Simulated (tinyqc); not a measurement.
Quantum-confined Stark effect in a modulator well: sweeps and comparisons. A value that a table varies takes the place of the one given here.

Envelopes on cells of 0.5 angstrom over the well |z| < L/2 and 45 angstrom of barrier on each side, psi = 0 beyond, psi'/m continuous (mean mass between points), c = hbar^2/2m0. The electron sees + e F z and the hole - e F z, each with its offset in the barriers; 1 kV/cm = 1e-5 eV/angstrom. Light holes, band mixing and escape by tunnelling are left out.

Exciton: in-plane function exp(-rho/lam), 1/mu = 1/me + 1/mp, E(lam) = c/(mu lam^2) - (q/eps) times the integral over k of Fm(k)(1 + (k lam/2)^2)^(-3/2), Fm(k) the double integral of psi_e^2 psi_h^2 exp(-k |z - z'|), q = e^2/(4 pi eps0); binding Eb = -E at the minimum. Line at Eg + E_e + E_h - Eb, strength proportional to overlap^2/lam^2.

Constants: hbar^2/2m0 = 3.80998211 eV angstrom^2; e^2/(4 pi eps0) = 14.39964547 eV angstrom; hc = 1239.841984 eV nm.

Inputs chosen for the exercise (near those of a Ge well in SiGe, direct gap; not measured data): L = 60 angstrom (well width); Vc = 0.389 eV (conduction offset); Vv = 0.111 eV (heavy-hole offset); me = 0.0427 m0 (electron, well); meb = 0.0529 m0 (electron, barrier); mh = 0.205 m0 (heavy hole along z, well); mhb = 0.233 m0 (heavy hole, barrier); Eg = 0.844 eV (gap of the well); mp = 0.069 m0 (heavy hole in the plane); eps = 15.5 (dielectric constant); Fs = (0, 16, 32, 47, 65, 84, 105) kV/cm (fields); Ls = (50, 66, 84, 104, 126, 150, 170) angstrom (widths); F_L = 66 kV/cm (field for this table); F = 66 kV/cm (field).

## Raising the field

All quantities anew; shifts from zero field.

Results:

| F (kV/cm) | dE_e (meV) | dE_h (meV) | Eb (meV) | line shift (meV) | overlap^2 | relative strength |
|---|---|---|---|---|---|---|
| 0 | 0.00 | 0.00 | 4.37 | 0.00 | 0.997 | 1.000 |
| 16 | -0.03 | -0.12 | 4.36 | -0.15 | 0.995 | 0.996 |
| 32 | -0.13 | -0.46 | 4.36 | -0.58 | 0.986 | 0.985 |
| 47 | -0.28 | -1.00 | 4.34 | -1.26 | 0.974 | 0.968 |
| 65 | -0.53 | -1.91 | 4.32 | -2.40 | 0.953 | 0.940 |
| 84 | -0.89 | -3.18 | 4.30 | -4.01 | 0.924 | 0.903 |
| 105 | -1.39 | -4.96 | 4.26 | -6.25 | 0.886 | 0.853 |

The line shift grows with exponent 2.00 in F at low field and 1.99 at the end, still close to the quadratic law. The hole gives 78 % of the level shift in the second row and 78 % in the last. The largest shift is 1.4 times the zero-field binding, yet 98 % of the binding survives, since the walls stop the field from pulling the pair apart. The strength keeps 85 %.

## Width of the well

Zero-field line, its shift at F_L and the relative strength.

Results:

| L (angstrom) | line at F = 0 (nm) | Eb (meV) | shift (meV) | relative strength | shift x strength (meV) |
|---|---|---|---|---|---|
| 50 | 1249.8 | 4.45 | -1.77 | 0.962 | 1.71 |
| 66 | 1308.1 | 4.31 | -3.03 | 0.918 | 2.78 |
| 84 | 1351.2 | 4.16 | -5.36 | 0.821 | 4.40 |
| 104 | 1382.5 | 4.01 | -9.27 | 0.648 | 6.01 |
| 126 | 1405.2 | 3.85 | -15.19 | 0.427 | 6.49 |
| 150 | 1421.6 | 3.70 | -23.40 | 0.226 | 5.30 |
| 170 | 1431.2 | 3.58 | -31.46 | 0.117 | 3.67 |

The shift grows with exponent 1.92 in L over the first two rows and 2.36 over the last two, against 4 for hard walls at second order; leakage lowers it in narrow wells and saturation in wide ones. The strength falls from 0.96 to 0.12, and the product of the two is largest at 126 angstrom.

## What each parameter does

Zero-field line, shift at F, overlap^2 and Eb at F. Each row changes one parameter from the base and keeps the others.

Results:

| case | line (nm) | shift (meV) | overlap^2 | Eb (meV) |
|---|---|---|---|---|
| base | 1289.0 | -2.48 | 0.952 | 4.32 |
| L = 50 angstrom | 1249.8 | -1.77 | 0.969 | 4.42 |
| F = 53 kV/cm | 1289.0 | -1.60 | 0.967 | 4.34 |
| Vc = 0.311 eV | 1299.7 | -2.60 | 0.945 | 4.29 |
| Vv = 0.139 eV | 1286.7 | -2.14 | 0.956 | 4.35 |
| me = 0.0491 m0 | 1295.9 | -2.47 | 0.952 | 4.63 |
| mh = 0.174 m0 | 1287.0 | -2.46 | 0.955 | 4.31 |
| eps = 14 | 1290.2 | -2.46 | 0.952 | 5.18 |

The largest shifts from the base row, up to three for each result and ties (the steps differ in size, so this ranks the rows, not the parameters). line (nm): L -39.2, Vc +10.7, me +6.9; unchanged at the printed digits by F. shift (meV): F +0.88, L +0.70, Vv +0.33. overlap^2: L +0.017, F +0.016, Vc -0.007; unchanged at the printed digits by me and eps. Eb (meV): eps +0.85, me +0.31, L +0.10.

Computed by tinyqc, a small Python program: `OMP_NUM_THREADS=1 python tinyqc.py 1281946 1281947 out.jsonl` (the numbers bound the seed that draws the inputs); one thread of a shared host (Intel(R) Xeon(R) Processor @ 2.30GHz), about 0.2 s for the whole set of steps.
